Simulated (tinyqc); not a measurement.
X-ray reflectivity of a thin film on silicon: critical angles, Parratt recursion, fringes and roughness: one step, computed by the program tinyqc. Command: `OMP_NUM_THREADS=1 python tinyqc.py 3120779 3120780 out.jsonl xrr walk`. One thread of a shared host (Intel(R) Xeon(R) Processor @ 2.30GHz), about 0.01 s of CPU time with the checks.

n = 1 - delta + i beta; the classical electron radius is r_e = 2.8179403e-6 nm. Layer 0 is vacuum, 1 the film, 2 the substrate.

Task: Reflectivity at one angle. k_j = (2 pi/lambda) sqrt(sin^2 theta - 2 delta_j + 2 i beta_j); r_ij = (k_i - k_j)/(k_i + k_j) x exp(-2 k_i k_j sigma^2) (Nevot-Croce); r = (r_01 + r_12 p)/(1 + r_01 r_12 p), p = exp(2 i k_1 d); R = |r|^2.

Inputs (values chosen for the exercise, modelled on ruthenium on silicon, copper K-alpha radiation): wavelength lambda = 0.15406 nm; film thickness d = 72.9 nm; roughness of the surface sigma_1 = 0.54 nm; roughness of the interface sigma_2 = 0.47 nm; grazing angle theta = 1.35 degrees.

Constants:
```
layer      rho_e (1/nm^3)         delta          beta  critical angle (degrees)  q_c (1/nm)
film             3114.651  3.315440e-05  3.017050e-06                 0.4665607   0.6642102
substrate         711.402  7.572626e-06  1.741704e-07                 0.2229774   0.3174375
```

Give: k_0, k_1, k_2; 1000 r_01; 1000 r_12; p; reflectivity R; q = 4 pi sin(theta)/lambda.

Result:

k_0, k_1, k_2 (1/nm): [0.9609, 0.9017+0.0056i, 0.9477+0.0003i]

1000 r_01 = 19.17-1.92i

1000 r_12 = -17.04+2.05i

p = 0.3930-0.2070i

reflectivity R = 1.720e-04

q = 4 pi sin(theta)/lambda = 1.922 1/nm
